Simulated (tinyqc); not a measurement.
Hydrogen passivation of interface dangling bonds: competing passivation and dissociation with distributed barriers: one step, computed by the program tinyqc.

P_b + H2 gives P_bH + H at the rate k_f [H2]; P_bH gives P_b + H at the rate k_d. All defects start unpassivated. E_f and E_d are Gaussian and independent.

Question. Distributed barriers. [H2] = solubility factor x p; a = k_f0 [H2] exp(-E_f/(k_B T)), d = k_d0 exp(-E_d/(k_B T)). For one pair of barriers the active share is y = [d + a exp(-(a + d) t)]/(a + d). Temperatures in kelvin are T(C) + 273.15. Average y over both Gaussians with 40 x 40 Gauss-Hermite points. Active density N0 y; threshold shift if each active defect holds one charge, e N0 y t_ox/(3.9 eps_0).

Inputs (values chosen for the exercise, close to those used for P_b centres at the silicon-oxide interface):

| quantity | value | unit |
|---|---|---|
| defect density N0 | 6.4e+11 | 1/cm^2 |
| passivation prefactor k_f0 | 2.1e-07 | cm^3/s |
| mean passivation barrier E_f | 1.65 | eV |
| spread sigma_f | 0.054 | eV |
| dissociation prefactor k_d0 | 2.9e+13 | 1/s |
| mean dissociation barrier E_d | 2.82 | eV |
| spread sigma_d | 0.077 | eV |
| H2 in the oxide per atm, solubility factor | 5.3e+17 | 1/(cm^3 atm) |
| hydrogen pressure p | 1 | atm |
| anneal temperature T | 325 | C |
| anneal time t | 61 | s |
| oxide thickness | 18 | nm |

Constants: k_B = 8.617333262e-05 eV/K; e = 1.602176634e-19 C; eps_0 = 8.8541878128e-12 F/m.

Give: active share y; active density; threshold shift.

Answer.

active share y = 0.87681

active density = 5.6116e+11 1/cm^2

threshold shift = 468.66 mV
